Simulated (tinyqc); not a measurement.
Epitaxial growth on a vicinal surface: Burton-Cabrera-Frank step flow, step-edge barrier and island nucleation: one step, computed by the program tinyqc.

Adatoms land at rate F, hop on a square grid (a simplification for hexagonal faces), desorb, or join steps. Lengths are in units of a and n is the adatom coverage. Steps ascend at x = 0 and descend at x = l.

Problem. Scales. D = nu exp(-E_d/(k_B T)) (a^2/s, nu counted per direction); tau = exp(E_a/(k_B T))/nu; x_s = sqrt(D tau); n_eq = exp(-E_f/(k_B T)); terrace width l = h/(a tan(miscut)); Schwoebel length l_s = exp(E_s/(k_B T)) - 1. Temperatures in kelvin are T(C) + 273.15.

Inputs (values chosen for the exercise, close to those used for Si(111)):
```
quantity                     value      unit
site spacing a                3.84  angstrom
step height h                 3.14  angstrom
diffusion barrier E_d         1.12        eV
desorption energy E_a         3.14        eV
adatom formation energy E_f   1.12        eV
step-edge barrier E_s            0        eV
attempt frequency nu             5       THz
miscut angle                   0.1   degrees
temperature T                  940         C
```

Constants: k_B = 8.617333262e-05 eV/K.

Give: D; lifetime tau; diffusion length x_s; equilibrium coverage n_eq; terrace width l; Schwoebel length l_s.

Solution.

D = 1.112e+08 a^2/s

lifetime tau = 2.216 s

diffusion length x_s = 15698 a

equilibrium coverage n_eq = 2.224e-05

terrace width l = 468.5 a

Schwoebel length l_s = 0 a

l/x_s = 0.0298: nearly every adatom reaches a step.
